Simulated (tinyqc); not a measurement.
Density of states of one tight-binding band on the simple cubic lattice: sweeps and comparisons. A value that a table varies takes the place of the one given here.

E(k) = -2 t (c1 + c2 + c3) - 4 t2 (c1 c2 + c2 c3 + c3 c1) with ci = cos(2 pi ki); k in fractions of the reciprocal vectors, mesh k_i = j/N with j = 0 .. N-1. Densities are per cell and per spin, so the band holds one state.

Each cube of the mesh, corners numbered 0 to 7 as the binary number (i j l), is cut into six tetrahedra around the diagonal 0-7: 0137, 0157, 0237, 0267, 0457, 0467. For corner energies e1 <= e2 <= e3 <= e4 and eij = ei - ej, the share of the tetrahedron below E is n = (E - e1)^3/(e21 e31 e41) for e1 < E < e2; n = [e21^2 + 3 e21 x + 3 x^2 - (e31 + e42) x^3/(e32 e42)]/(e31 e41) with x = E - e2 for e2 < E < e3; n = 1 - (e4 - E)^3/(e41 e42 e43) for e3 < E < e4; its density of states is g = dn/dE.

Gaussian broadening: g(E) = mean over the mesh of exp(-(E - E_k)^2/(2 sigma^2))/(sigma sqrt(2 pi)), n(E) = mean of erfc((E_k - E)/(sigma sqrt 2))/2.

Parameters, chosen for this exercise: t = 2.25 eV (nearest hopping); t2 = 0.32 eV (second hopping); N2 = 12 (mesh points along each axis in this comparison); sigma = 0.675 eV (Gaussian width); E = 5.73 eV (energy at which the density is wanted).

## Three ways to the same curve

N = N2 here; the reference is the linear method with N = 36.

g(E) (1/eV):
```
E (eV),reference,linear tetrahedra,"Gaussian, sigma","Gaussian, sigma/4",reference n(E)
-14.885,0.007,0.006,0.006,0.002,0.010
-12.430,0.011,0.011,0.014,0.006,0.032
-9.976,0.016,0.016,0.021,0.024,0.065
-7.521,0.023,0.023,0.022,0.030,0.112
-5.067,0.034,0.034,0.030,0.016,0.180
-2.612,0.059,0.060,0.049,0.025,0.292
-0.157,0.062,0.063,0.057,0.020,0.440
2.297,0.068,0.069,0.067,0.097,0.599
4.752,0.076,0.076,0.074,0.072,0.774
7.206,0.043,0.043,0.045,0.053,0.932
```

What can be read from the table?

Root-mean-square errors against the reference: 0.0009 for linear tetrahedra, 0.0042 for sigma and 0.0210 for sigma/4. The narrow Gaussian is worse than the wide one, because it resolves the separate mesh levels. The reference is highest at 4.752 eV of the energies listed, and half filling lies between -0.157 and 2.297 eV.

## Convergence with the mesh

At the energy E; the plain count is the share of mesh points below E; the reference is the linear method with N = 36.

Results:
```
N,points,g linear,n linear,g Gaussian,n Gaussian,n plain count
4,64,0.0559,0.9129,0.0494,0.8595,0.8438
6,216,0.0611,0.8821,0.0634,0.8494,0.8333
8,512,0.0650,0.8690,0.0688,0.8450,0.8711
12,1728,0.0707,0.8584,0.0697,0.8446,0.8600
16,4096,0.0745,0.8544,0.0690,0.8448,0.8530
20,8000,0.0766,0.8525,0.0690,0.8448,0.8548
```

reference n and g: 0.8499  0.0810

What can be read from the table?

The linear n(E) is not yet within 0.002 of the reference at the last mesh. The Gaussian g stays within 1 % of its last value from N = 16 on; it tends to the broadened curve, not the true one. At the last mesh it lies -0.012 1/eV from the reference g and the linear g -0.004. The plain count errs by +0.0048 at the last mesh.

## Critical points

The gradient vanishes at these points by symmetry; the signs of the eigenvalues of the second-derivative matrix give the type.

Critical points:
```
point,k,E (eV),positive,negative,type
Gamma,"(0, 0, 0)",-17.3400,3,0,minimum
X,"(0.5, 0, 0)",-3.2200,2,1,saddle
M,"(0.5, 0.5, 0)",5.7800,1,2,saddle
R,"(0.5, 0.5, 0.5)",9.6600,0,3,maximum
```

What can be read from the table?

Gamma is a minimum at -17.340 eV: its contribution to g starts as a square root. X is a saddle at -3.220 eV: g has a square-root kink there. M is a saddle at 5.780 eV: g has a square-root kink there. R is a maximum at 9.660 eV: its contribution to g ends as a square root.

## What moves the count of states

Linear method and Gaussian sum with N = 14. Each row changes one parameter from the base and keeps the others.

Results:
```
case,n linear,g linear (1/eV),n Gaussian,g Gaussian (1/eV)
base,0.8560,0.0727,0.8447,0.0691
t = 2.475 eV,0.8169,0.0717,0.8093,0.0644
E = 5.955 eV,0.8713,0.0643,0.8599,0.0659
sigma = 1.35 eV,0.8560,0.0727,0.8376,0.0634
t2 = 0.432 eV,0.8535,0.0928,0.8450,0.0830
```

What does this show?

The largest shifts from the base row, up to three for each result and ties (the steps differ in size, so this ranks the rows, not the parameters). n linear: t -0.0392, E +0.0153, t2 -0.0026; unchanged at the printed digits by sigma. g linear (1/eV): t2 +0.0201, E -0.0084, t -0.0010; unchanged at the printed digits by sigma. n Gaussian: t -0.0354, E +0.0152, sigma -0.0072. g Gaussian (1/eV): t2 +0.0139, sigma -0.0057, t -0.0047.

tinyqc: `OMP_NUM_THREADS=1 python tinyqc.py 1652208 1652209 out.jsonl`; about 0.2 s, one thread, shared Intel(R) Xeon(R) Processor @ 2.30GHz.
